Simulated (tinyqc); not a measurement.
Mesh and choice of bands: charge neutrality level from zone-averaged pseudopotential bands.

Empirical pseudopotential on the fcc lattice, atoms at +/- tau, tau = a (1,1,1)/8, no spin-orbit coupling. H(G,G') = c (2 pi/a)^2 |k + G|^2 delta + VS(q) cos(q.tau) + i VA(q) sin(q.tau), q = G - G', c = hbar^2/2m0; k and G in units of 2 pi/a; VS at |q|^2 = 3, 8, 11 and VA at 3, 4, 11, in rydberg, zero elsewhere. At each k the basis holds all G with |k + G|^2 up to 16; energies are counted from the fourth level at Gamma.

Mesh: k = sum_i (n_i + 1/2)/N b_i, n_i = 0 ... N - 1, b = (-1,1,1), (1,-1,1), (1,1,-1); points with the same sorted |kx|, |ky|, |kz| after folding to the shortest k + G are joined, with their count as weight. Neutrality (branch-point) level: E_N = (1/2) mean over k of [E5 + (E3 + E4)/2], E_n the n-th level from below.

Constants: hbar^2/2m0 = 3.80998211 eV angstrom^2; Ry = 13.60569312 eV.

Inputs chosen for the exercise (out of a larger set: classic local form factors of the size used for Ge, without spin-orbit coupling; not measured data): a = 5.67 angstrom (lattice constant); VS = (-0.229, 0.009, 0.059) Ry (symmetric form factors); VA = (0, 0, 0) Ry (antisymmetric form factors).

E_N with E5 alone, and with (E5 + E6)/2 in its place.

Results:

| N | joined points | E_N (eV) | E_N, two conduction bands (eV) |
|---|---|---|---|
| 1 | 1 | -0.1132 | 0.7091 |
| 2 | 2 | -0.1830 | 0.5430 |
| 3 | 6 | 0.0750 | 0.4503 |
| 4 | 10 | 0.0460 | 0.4674 |
| 5 | 19 | 0.0597 | 0.4577 |

For scale, the lowest gap of this set is 0.88 eV. Against N = 5 the errors are -173, -243, +15 and -14 meV for N = 1 to 4 (N = 1 is the L point alone). Taking the second conduction band in moves E_N by +0.40 eV, more than the mesh error at N = 2: the definition, not the mesh, limits the estimate. Local form factors place the indirect gaps only to a few tenths of an eV, and E_N moves with them.

Computed by tinyqc, a small Python program: `OMP_NUM_THREADS=1 python tinyqc.py 1850019 1850020 out.jsonl` (the numbers bound the seed that draws the inputs); one thread of a shared host (Intel(R) Xeon(R) Processor @ 2.30GHz), about 0.09 s for the whole set of steps.
